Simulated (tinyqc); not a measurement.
p-n diode, drift-diffusion by the Gummel loop with Scharfetter-Gummel fluxes: effect of the hole mobility at fixed bias.

Abrupt junction at x = 0, p side from -Lp, n side to Ln, ohmic contacts. psi is counted from the intrinsic level; n = ni exp((psi - phin)/Vt), p = ni exp((phip - psi)/Vt). Contacts: p side psi = V - Vt ln(Na/ni), p = Na, n = ni^2/Na; n side psi = Vt ln(Nd/ni), n = Nd, p = ni^2/Nd. Constant mobilities, D = mu Vt, Boltzmann statistics, SRH recombination through a mid-gap level, U = (n p - ni^2)/(tp (n + ni) + tn (p + ni)). Current is positive from the p contact to the n contact.

ni = sqrt(Nc Nv) exp(-Eg/(2 Vt)), Eg in volts. Poisson and both continuity equations are solved self-consistently with Scharfetter-Gummel fluxes on a graded mesh of 500 nodes. J_scr is q times the integral of U between -xp and xn. Ideal diffusion current J_id = q ni^2 [Dn coth(wp/Le)/(Le Na) + Dp coth(wn/Lh)/(Lh Nd)] (exp(V/Vt) - 1), Le = sqrt(Dn tn), Lh = sqrt(Dp tp), wp = Lp - xp, wn = Ln - xn, with xp and xn from the depletion approximation (W = sqrt(2 eps0 eps_r (Vbi - V)(1/Na + 1/Nd)/q), xp = W Nd/(Na + Nd), xn = W Na/(Na + Nd), Vbi = Vt ln(Na Nd/ni^2)). Ideality factor = 0.004 V/(Vt ln[J(V + 0.004 V)/J(V)]).

Values chosen for this exercise; band and dielectric values close to those of cadmium telluride:
- T = 300 K (temperature)
- Eg = 1.5 eV (band gap)
- eps_r = 10.3 (relative permittivity)
- Nc = 8.11e17 cm^-3 (conduction-band density of states at T)
- Nv = 1.78e19 cm^-3 (valence-band density of states at T)
- Na = 1.3e16 cm^-3 (acceptor density of the p side)
- Nd = 5.9e15 cm^-3 (donor density of the n side)
- mun = 830 cm^2/(V s) (electron mobility)
- tn = 2e-7 s (SRH lifetime of electrons)
- tp = 4e-10 s (SRH lifetime of holes)
- Lp = 2.9 um (length of the p side)
- Ln = 2.8 um (length of the n side)
- G = 0 cm^-3 s^-1 (uniform generation rate)
- V = 0.56 V (bias of the p contact)

Constants: q = 1.602176634e-19 C, kB = 1.380649e-23 J/K, Vt = kB T/q, eps0 = 8.8541878128e-14 F/cm where lengths are in cm. Results are converted to the units shown.

Result of one run:
columns A: J (A/cm^2); B: ideality factor; C: J_scr/J (%); D: J_id (A/cm^2); E: share recombining at the contacts (%); F: larger minority/doping at -xp and xn
```
A           B     C        D      E         F
1.72e-6  1.87  99.8  3.62e-9  0.129  3.94e-11
```

Which hole mobility mup gave this result: 7.3, 20, 54, 89 or 150 cm^2/(V s)?

mup = 7.3 cm^2/(V s).

The whole series:
columns A: mup (cm^2/(V s)); B: J (A/cm^2); C: ideality factor; D: J_scr/J (%); E: J_id (A/cm^2); F: share recombining at the contacts (%); G: larger minority/doping at -xp and xn
```
A          B     C     D        E      F         G
7.3  1.72e-6  1.87  99.8  3.62e-9  0.129  3.94e-11
12   1.74e-6  1.87  99.8  4.01e-9  0.127  5.34e-11
20   1.76e-6  1.87  99.8  4.52e-9  0.126  6.63e-11
33   1.77e-6  1.86  99.7  5.17e-9  0.126  7.66e-11
54   1.77e-6  1.86  99.7  5.99e-9  0.125  8.47e-11
89   1.78e-6  1.86  99.6  7.05e-9  0.125  9.08e-11
150  1.78e-6  1.86  99.5  8.48e-9  0.126  9.55e-11
```

As mup rises from 7.3 to 150, J rises from 1.72e-6 to 1.78e-6 A/cm^2, the share of the depleted layer stays near 99.7 % and the share lost at the contacts goes from 0.129 through a minimum of 0.125 (at mup = 89 among the rows listed) to 0.126 %. The exponent d ln J/d ln mup is 0.02 between the first two rows and 0.00 between the last two. J less J_scr is 1.8 % below J_id in the last row.

tinyqc, about 0.1 s, one thread, Intel Xeon 2.30GHz (shared host): `OMP_NUM_THREADS=1 python tinyqc.py 2240092 2240093 out.jsonl`
